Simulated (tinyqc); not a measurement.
What each parameter does: inter-valley coupling by envelope functions against a chain of atomic planes.

Chain: E(phi) = e0 + 2 v cos(phi) + 2 u cos(2 phi), cos(phi0) = -v/(4u), e0 = 2u + v^2/(4u); plane j = 0, 1, ... has the potential V_j = dE x_j + F (j - 30) a/4 (1 MV/m = 1e-4 V/angstrom). There are 30 barrier planes a side; with y = j - 29.5, x_j = xb (f(y) + f(Nw - y)), f(y) = 1/(1 + exp(y/L)), plus any Ge added in the well. The valley splitting is the spacing of the two lowest levels. Envelope theory: F_j solves a one-valley chain with hopping -b and diagonal 2b + V_j, b = 4u sin^2(phi0), sum F_j^2 = 1; the valleys couple by Dv = sum_j F_j^2 V_j exp(-2 i phi0 j) and split by 2|Dv|.

Parameters, chosen for this exercise (near those of the Delta valleys of silicon in a SiGe well; shifted at random, so the results belong to these values and not to a real crystal): a = 5.431 angstrom (lattice constant; planes lie a/4 apart); u = 0.592 eV (second-neighbour hopping); v = 0.628 eV (nearest hopping); Nw = 55 (planes in the well); L = 1.5 planes (interface width); xb = 0.26 (Ge fraction of the barriers); dE = 0.64 eV (offset per unit Ge fraction); F = 8 MV/m (field); js = 64 (plane j of a Ge spike (the well starts at j = 30)); xs = 0.08 (Ge fraction added on that plane).

Chain with the spike on plane js.

One parameter was then changed.

Results before and after:

| case | level (meV) | splitting (micro-eV) |
|---|---|---|
| base | 29.247 | 575.0 |
| changed | 29.312 | 703.9 |

Which of these changes was made? (a) xb = 0.31; (b) Nw = 61; (c) F = 10 MV/m; (d) js = 67; (e) L = 2 planes; (f) dE = 0.704 eV; (g) xs = 0.104.

Answer: (g) xs = 0.104. Of the candidates, run in turn, only this one gives the changed row.

All candidates:

| case | level (meV) | splitting (micro-eV) |
|---|---|---|
| base | 29.247 | 575.0 |
| Nw = 61 | 29.225 | 584.4 |
| L = 2 planes | 30.218 | 645.6 |
| xb = 0.31 | 29.779 | 618.8 |
| dE = 0.704 eV | 29.563 | 645.4 |
| F = 10 MV/m | 33.402 | 387.7 |
| js = 67 | 29.131 | 342.5 |
| xs = 0.104 | 29.312 | 703.9 |

(tinyqc, `OMP_NUM_THREADS=1 python tinyqc.py 1482701 1482702 out.jsonl`, Intel(R) Xeon(R) Processor @ 2.30GHz, 1 thread, shared host, about 0.05 s.)
